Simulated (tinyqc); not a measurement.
From results back to parameters: conductance of a narrow metal strip with scatterers (square lattice, Green functions).

Problem. Boundaries with reflection R, a distance dg apart, add incoherently to the scattering in a one-dimensional channel: rho/rho0 = 1 + (lam/dg) R/(1 - R). The ratio comes from a hidden R.

Inputs chosen for the exercise (out of a larger set: hopping and spacing of the size met in Cu or Al; the lattice is a model; not measured data): lam = 24 nm (bulk mean free path); dg = 54 nm (distance between boundaries).

rho/rho0 = 1.28415

Find: R; effective mean free path lam rho0/rho.

Solution. y = (rho/rho0 - 1) dg/lam = R/(1 - R), so R = y/(1 + y).

R = 0.390
effective mean free path lam rho0/rho = 18.69 nm

tinyqc: `OMP_NUM_THREADS=1 python tinyqc.py 1482391 1482392 out.jsonl`; about 0.01 s, one thread, shared Intel(R) Xeon(R) Processor @ 2.30GHz.
